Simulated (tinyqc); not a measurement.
## Frequency dispersion of an accumulation capacitance by border traps, distributed model: capacitance and loss against frequency

Traps spread evenly through the insulator exchange electrons with the semiconductor by tunnelling, with tau(x) = t0 exp(2 ka x) at depth x from the interface. The admittance per area Y seen at depth x obeys dY/dx = -Y^2/(i w eps0 eox) + q Nb ln(1 + i w tau)/tau, with Y(0) = i w Cs and w = 2 pi f; the gate sees Y(tox) = G + i w C. Working variable y = Y/(i w), in uF/cm^2. Cox = eps0 eox/tox.

Cox; trap-free value 1/(1/Cox + 1/Cs); response depth d = ln(1/(w t0))/(2 ka), where w tau = 1; lumped estimate: all traps within d act as C_bt = q Nb d placed at d/2, so C = 1/{1/[1/(1/Cs + d/(2 eps0 eox)) + C_bt] + (tox - d/2)/(eps0 eox)}. C and G from a fine integration; dispersion -d C/d log10 f over C, from f times and over 1.1. For a broad spread of time constants G/w is close to -(pi/2) dC/d ln w.

Values chosen for this exercise; permittivity close to that of zirconium oxide:
- eox = 21.5 (relative permittivity of the insulator)
- tox = 9.3 nm (insulator thickness)
- Cs = 0.85 uF/cm^2 (semiconductor capacitance in accumulation)
- Nb = 2.1e19 cm^-3 eV^-1 (density of border traps)
- ka = 5.3 1/nm (decay constant of the wave function in the insulator)
- t0 = 2e-9 s (time constant of a trap at the interface)

Constants: q = 1.602176634e-19 C, eps0 = 8.8541878128e-14 F/cm where lengths are in cm. Results are converted to the units shown.

The same in every row: trap-free C (uF/cm^2) = 0.6006.

Capacitance and loss against frequency:

| f (Hz) | d (nm) | C (uF/cm^2) | G/w (uF/cm^2) | dispersion (% a decade) | -(pi/2) dC/d ln w (uF/cm^2) | lumped C (uF/cm^2) |
|---|---|---|---|---|---|---|
| 10 | 1.499 | 0.8470 | 0.02154 | 3.727 | 0.02154 | 0.8314 |
| 100 | 1.282 | 0.8153 | 0.02178 | 3.914 | 0.02177 | 0.8000 |
| 1000 | 1.065 | 0.7831 | 0.02207 | 4.129 | 0.02206 | 0.7680 |
| 10000 | 0.8473 | 0.7505 | 0.02243 | 4.378 | 0.02242 | 0.7355 |
| 1e5 | 0.6301 | 0.7174 | 0.02285 | 4.668 | 0.02285 | 0.7022 |
| 1e6 | 0.4129 | 0.6835 | 0.02328 | 5.008 | 0.02335 | 0.6681 |
| 1e7 | 0.1957 | 0.6489 | 0.02303 | 5.391 | 0.02386 | 0.6330 |

C falls from 0.8470 to 0.6489 uF/cm^2, towards the trap-free 0.6006; each decade of frequency removes ln 10/(2 ka) = 0.217 nm from the response depth. The dispersion rises from 3.73 to 5.39 % a decade and G/w goes from 0.0215 through a maximum of 0.0233 (at f = 1e6 Hz among the rows listed) to 0.0230 uF/cm^2. G/w lies between 0.965 and 1.00 times -(pi/2) dC/d ln w, the relation for a broad spread of time constants.

Computed by the program tinyqc: `OMP_NUM_THREADS=1 python tinyqc.py 2202071 2202072 out.jsonl`, one thread of a shared Intel Xeon 2.30GHz, about 0.6 s for the whole run.
